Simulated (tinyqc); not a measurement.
# Illuminated p-n diode, drift-diffusion by the Gummel loop with Scharfetter-Gummel fluxes: two studies

Abrupt junction at x = 0, p side from -Lp, n side to Ln, ohmic contacts. psi is counted from the intrinsic level; n = ni exp((psi - phin)/Vt), p = ni exp((phip - psi)/Vt). Contacts: p side psi = V - Vt ln(Na/ni), p = Na, n = ni^2/Na; n side psi = Vt ln(Nd/ni), n = Nd, p = ni^2/Nd. Constant mobilities, D = mu Vt, Boltzmann statistics, SRH recombination through a mid-gap level, U = (n p - ni^2)/(tp (n + ni) + tn (p + ni)). Current is positive from the p contact to the n contact.

Values chosen for this exercise; band and dielectric values close to those of silicon:
- T = 300 K (temperature)
- Eg = 1.14 eV (band gap)
- eps_r = 11.7 (relative permittivity)
- Nc = 2.79e19 cm^-3 (conduction-band density of states at T)
- Nv = 2.6e19 cm^-3 (valence-band density of states at T)
- Na = 5.1e17 cm^-3 (acceptor density of the p side)
- Nd = 2.9e17 cm^-3 (donor density of the n side)
- mun = 400 cm^2/(V s) (electron mobility)
- mup = 190 cm^2/(V s) (hole mobility)
- tn = 5e-7 s (SRH lifetime of electrons)
- tp = 7e-7 s (SRH lifetime of holes)
- Lp = 1.8 um (length of the p side)
- Ln = 0.53 um (length of the n side)
- G = 3e21 cm^-3 s^-1 (uniform generation rate)

Constants: q = 1.602176634e-19 C, kB = 1.380649e-23 J/K, Vt = kB T/q, eps0 = 8.8541878128e-14 F/cm where lengths are in cm. Results are converted to the units shown.

Each table varies one quantity; the others keep the values above.

## Current against voltage in the dark

ni = sqrt(Nc Nv) exp(-Eg/(2 Vt)), Eg in volts. Poisson and both continuity equations are solved self-consistently with Scharfetter-Gummel fluxes on a graded mesh of 500 nodes. J_scr is q times the integral of U between -xp and xn. Ideal diffusion current J_id = q ni^2 [Dn coth(wp/Le)/(Le Na) + Dp coth(wn/Lh)/(Lh Nd)] (exp(V/Vt) - 1), Le = sqrt(Dn tn), Lh = sqrt(Dp tp), wp = Lp - xp, wn = Ln - xn, with xp and xn from the depletion approximation (W = sqrt(2 eps0 eps_r (Vbi - V)(1/Na + 1/Nd)/q), xp = W Nd/(Na + Nd), xn = W Na/(Na + Nd), Vbi = Vt ln(Na Nd/ni^2)). Ideality factor = 0.004 V/(Vt ln[J(V + 0.004 V)/J(V)]). Here G = 0.

In this table G = 0 cm^-3 s^-1.

Current against voltage in the dark:
columns A: V (V); B: J (A/cm^2); C: ideality factor; D: J_scr/J (%); E: J_id (A/cm^2); F: share recombining at the contacts (%); G: larger minority/doping at -xp and xn
```
A           B     C        D        E     F         G
0.18  1.84e-8  1.57     78.2  4.02e-9  21.7  1.04e-12
0.26  1.62e-7  1.27     45.4  8.85e-8  54.5  2.29e-11
0.34  2.31e-6  1.08     16.1  1.95e-6  83.8  5.01e-10
0.42  4.45e-5  1.02     4.32  4.28e-5  95.6   1.10e-8
0.49  6.44e-4  1.01     1.28  6.38e-4  98.6   1.63e-7
0.57   0.0140  1.00    0.319   0.0140  99.6   3.54e-6
0.65    0.306  1.00   0.0842    0.308  99.8   7.66e-5
0.72     4.55  1.00   0.0280     4.58  99.9   0.00111
0.8      96.1  1.04  0.00835      100  99.9    0.0219
```

What does the table show?

J rises from 1.84e-8 to 96.1 A/cm^2; the ideality factor goes from 1.57 through a minimum of 1.00 (at V = 0.65 V among the rows listed) to 1.04. Recombination in the depleted layer carries over half of the current up to V = 0.18 V, where the factor is 1.57; it grows roughly as exp(V/2 Vt), so diffusion overtakes it. Where the factor is lowest (V = 0.65 V), J is 0.36 % below the ideal diffusion current.

## Solar-cell figures against the acceptor density of the p side

Jsc = -J(0), collected share Jsc/(q G (Lp + Ln)), estimate q G [W + Le tanh(wp/2 Le) + Lh tanh(wn/2 Lh)] at V = 0 with Le = sqrt(Dn tn), Lh = sqrt(Dp tp), W, wp = Lp - xp and wn = Ln - xn from the depletion approximation; J(Voc) = 0; Vmp maximises -J V; FF = Pmax/(Jsc Voc).

Result of one run:
```
Na (cm^-3)  Jsc (mA/cm^2)  collected share (%)  estimate of Jsc (mA/cm^2)  Voc (V)  Vmp (V)     FF  Pmax (mW/cm^2)
5.1e17               57.8                 51.6                       57.9    0.606    0.527  0.818            28.7
```

What becomes of these results when the acceptor density of the p side Na is changed from 5.1e17 to 1.2e18 cm^-3, all else the same?

Result of the changed run:
```
Na (cm^-3)  Jsc (mA/cm^2)  collected share (%)  estimate of Jsc (mA/cm^2)  Voc (V)  Vmp (V)     FF  Pmax (mW/cm^2)
1.2e18               57.7                 51.5                       57.7    0.610    0.530  0.820            28.9
```

The whole series:
```
Na (cm^-3)  Jsc (mA/cm^2)  collected share (%)  estimate of Jsc (mA/cm^2)  Voc (V)  Vmp (V)     FF  Pmax (mW/cm^2)
5.1e17               57.8                 51.6                       57.9    0.606    0.527  0.818            28.7
7.9e17               57.7                 51.5                       57.8    0.609    0.529  0.820            28.8
1.2e18               57.7                 51.5                       57.7    0.610    0.530  0.820            28.9
1.9e18               57.6                 51.4                       57.7    0.611    0.531  0.821            28.9
3e18                 57.6                 51.4                       57.6    0.612    0.532  0.821            28.9
```

As Na rises from 5.1e17 to 3e18, the collected share stays near 51.5 %, Voc rises from 0.606 to 0.612 V and FF stays near 0.820. The estimate of Jsc is within 0.11 % in all rows.

tinyqc, about 0.6 s, one thread, Intel Xeon 2.30GHz (shared host): `OMP_NUM_THREADS=1 python tinyqc.py 2240036 2240037 out.jsonl`
